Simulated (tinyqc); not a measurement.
Thin-film resistivity, exact integral against the thick limit.

Fuchs-Sondheimer for a film of thickness d, k = d/lam: rho0/rho = 1 - (3 (1 - ps)/(2 k)) int_1^infinity (t^-3 - t^-5)(1 - exp(-k t))/(1 - ps exp(-k t)) dt; thick limit rho/rho0 = 1 + 3 (1 - ps)/(8 k).

Values chosen for this exercise; metal values close to those of copper: bulk resistivity rho0 = 1.73 uohm cm; bulk mean free path lam = 39.9 nm; specular share of surface scattering ps = 0.

Results:
```
d (nm)        k  rho/rho0, exact  thick limit  error of the limit (%)  rho (uohm cm)
2       0.05013            7.714        8.481                    9.95          13.34
3.9     0.09774            4.855        4.837                  -0.373          8.399
7.5      0.1880            3.212        2.995                   -6.74          5.556
15       0.3759            2.195        1.998                   -8.99          3.797
28       0.7018            1.660        1.534                   -7.59          2.873
110       2.757            1.155        1.136                   -1.66          1.998
210       5.263            1.077        1.071                  -0.504          1.863
400       10.03            1.039        1.037                  -0.140          1.797
```

Estimate the missing row, d = 55 nm.

Computed row:
```
d (nm)      k  rho/rho0, exact  thick limit  error of the limit (%)  rho (uohm cm)
55      1.378            1.330        1.272                   -4.38          2.301
```

With this row back in the table: rho/rho0 falls from 7.71 to 1.04. The error of the thick limit goes from 9.9 through a minimum of -9.0 (at d = 15 nm among the rows listed) to -0.14 %; it stays within 5 % for k of 1.378 and above among the rows listed. The change of sign at small k is a crossing of two different laws, not agreement.

Numbers from tinyqc (`OMP_NUM_THREADS=1 python tinyqc.py 2100136 2100137 out.jsonl`; about 0.01 s on one thread of a shared Intel Xeon 2.30GHz).
